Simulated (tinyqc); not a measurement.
Born-Mayer model of an ionic crystal AB: one step, computed by the program tinyqc.

Energies are per ion pair and r is the nearest distance of unlike ions.

Task: Under pressure. Madelung constant M, unlike neighbours z1, like neighbours z2 at f r, volume per pair: rock salt 1.747565, 6, 12, sqrt2, 2 r^3; caesium chloride 1.762675, 8, 6, 2/sqrt3, 8 r^3/(3 sqrt3); zinc blende 1.638055, 4, 12, sqrt(8/3), 16 r^3/(3 sqrt3). U(r) = -M z^2 e^2/(4 pi eps_0 r) + z1 lambda exp(-r/rho). With the volume written as c r^3, under pressure take the root at the minimum of the enthalpy and solve U'(r) + 3 c r^2 P = 0; H = U + P V; B = (U'' - 2 U'/r)/(9 c r).

Inputs (values chosen for the exercise, for a model salt):
```
quantity                 value      unit
ionic charge z               2         -
unlike repulsion lambda   2130        eV
range rho                0.307  angstrom
pressure P                  20       GPa
```

Structure: zinc blende. Short range: nearest neighbours only.

Constants: e^2/(4 pi eps_0) = 14.39964548 eV angstrom; 1 eV/angstrom^3 = 160.2176634 GPa.

Give: distance at P; volume at P; enthalpy at P; bulk modulus at P.

Result:

distance at P = 2.143 angstrom

volume at P = 30.28 angstrom^3

enthalpy at P = -32.32 eV per pair

bulk modulus at P = 188.7 GPa
